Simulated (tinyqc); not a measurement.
Adding atomic layers: valley splitting of a silicon quantum well in envelope theory.

The well lies at 0 < z < L; U(z) = V0 [1/(1 + exp(z/w)) + 1/(1 + exp((L - z)/w))] - e F z, 1 mV/nm = 1e-4 eV/angstrom. The envelope psi solves -(c/ml) psi'' + U psi = E psi, c = hbar^2/2m0, by three-point differences on a grid of 0.1 angstrom from -40 to L + 40 angstrom. The two valleys at +/- k0 couple through D = C0 times the integral of exp(-i q z) U(z) psi^2, q = 2 k0 (2 pi/a), and split by Ev = 2|D|.

Constants: hbar^2/2m0 = 3.80998211 eV angstrom^2.

Inputs chosen for the exercise (near those of a strained Si well in SiGe; shifted at random, so the results belong to these values and not to a real crystal): V0 = 0.16 eV (conduction offset); ml = 0.923 m0 (mass along z); F = 13.7 mV/nm (field pressing towards the upper interface); k0 = 0.851 2 pi/a (valley position); a = 5.431 angstrom (lattice constant); C0 = 0.261 (Bloch overlap factor); Ls = (102, 103.4, 104.7, 106.1, 107.4, 108.8, 110.1, 111.5) angstrom (widths in steps of one atomic layer, a/4, rounded to the grid); F2 = 0 mV/nm (second field, zero or weak); w1 = 0.5 angstrom (interface width for this table).

The smooth splitting Ev = 2|D| with w = w1, at the field F2 and at F.

Results:
```
L (angstrom),q L mod 2 pi,Ev at F2 (micro-eV),Ev at F (micro-eV)
102.0,6.07,5.57,104
103.4,2.54,5.16,104
104.7,5.10,7.42,104
106.1,1.57,1.45,104
107.4,4.13,7.42,105
108.8,0.61,2.09,105
110.1,3.17,5.81,105
111.5,5.92,4.72,105
```

At F2 the splitting swings between 1.45 and 7.42 micro-eV, a ratio of 5.13, as the two interfaces add with the phase q L, which advances on average by 2.67 rad a layer. At F the ratio is 1.00, where in the first row psi^2 at the upper interface is 1.31e+07 times that at the lower one: one interface dominates and the interference fades.

Program tinyqc; command `OMP_NUM_THREADS=1 python tinyqc.py 1250417 1250418 out.jsonl`; about 0.2 s on one thread of a shared Intel(R) Xeon(R) Processor @ 2.30GHz.
